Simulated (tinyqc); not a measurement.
Scan in temperature at fixed frequency: admittance spectroscopy and thermally stimulated current of one trap level in a depletion layer. Computed by tinyqc, a small Python program. Command: `OMP_NUM_THREADS=1 python tinyqc.py 3112214 3112215 out.jsonl admit walk`. One thread of a shared host (Intel(R) Xeon(R) Processor @ 2.30GHz), about 0.01 s of CPU time with the checks.

A Schottky junction on n-type material holds one donor-like electron trap; shallow donors are fully ionised and abrupt depletion edges are assumed.

Inputs (values chosen for the exercise, modelled on n-type 4H-SiC): dielectric constant eps = 9.63; density-of-states mass m = 0.747 m_0; shallow doping N = 5.6e+16 1/cm^3; trap density N_t = 3e+15 1/cm^3; trap depth E_t below the band = 0.394 eV; capture cross section sigma = 2.3e-16 cm^2; band bending V_b = 2 V; test frequency f = 800000 Hz.

Constants: k_B = 1.380649e-23 J/K; m_0 = 9.1093837015e-31 kg; h = 6.62607015e-34 J s; k_B = 8.617333262e-05 eV/K; eps_0 = 8.8541878128e-12 F/m; e = 1.602176634e-19 C.

Method:
- N_c = 2 (2 pi m k_B T/h^2)^(3/2), v_th = sqrt(3 k_B T/m), emission rate e_n = sigma v_th N_c exp(-E_t/(k_B T)).
- Where the level crosses the Fermi level capture equals emission, so the trap follows the signal with the rate 2 e_n; G/omega peaks at omega = 2 e_n (the correction for large N_t/N is left out).
- Solve 2 e_n(T_p) = 2 pi f.
- With E_c - E_F = k_B T_p ln(N_c/N): lambda = sqrt(2 eps eps_0 (E_t - (E_c - E_F))/(e^2 N)); traps are empty and charged for x < x_t = w - lambda, and V_b = e (N w^2 + N_t x_t^2)/(2 eps eps_0). High frequency: C_hf = eps eps_0/w. Low frequency: C_lf = eps eps_0 (N + N_t)/(N w + N_t x_t).
- With x = omega/(2 e_n): C = C_hf + (C_lf - C_hf)/(1 + x^2), G/omega = (C_lf - C_hf) x/(1 + x^2); C_hf and C_lf are held at their values at T_p.

peak temperature T_p = 430.263 K

C_hf = 44.3193 nF/cm^2

C_lf = 44.9826 nF/cm^2

Admittance:
```
T (K)  omega/(2 e_n)  C (nF/cm^2)  G/omega (nF/cm^2)
378.6         5.5063       44.340            0.11663
395.8         2.9809       44.386            0.20003
408.7         1.9415       44.458            0.27004
421.7         1.2917       44.568            0.32111
430.3         0.9989       44.651            0.33168
438.9         0.7797       44.732            0.32167
451.8         0.5465       44.830            0.27915
469.0         0.3499       44.910            0.20679
490.5         0.2087       44.955            0.13264
```

The peak of G/omega is half the step, 0.332 nF/cm^2. Its full width is near 2 ln(2 + sqrt3) k_B T_p^2/(E_t + 2 k_B T_p) = 89.8 K.

Extremes, crossings and ranges named in words are read from the listed rows.
